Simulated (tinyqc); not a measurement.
# Diffusion length from constant photovoltage

Inverse problem. In a thick sample with a thin depletion layer the excess density at its edge goes as flux/(1/alpha + L), so the flux needed for a fixed surface photovoltage is proportional to 1/alpha + L. Find L.

photon flux for the same photovoltage at absorption coefficients 64 and 1900 1/cm (relative units): [326.25000, 175.26316]

Answer. The line of flux against 1/alpha meets zero at -L.

slope against 1/alpha = 1.000 1/um
L = 170.0 um

Numbers from tinyqc (`OMP_NUM_THREADS=1 python tinyqc.py 2430087 2430088 out.jsonl`; about 0.01 s on one thread of a shared Intel Xeon 2.30GHz).
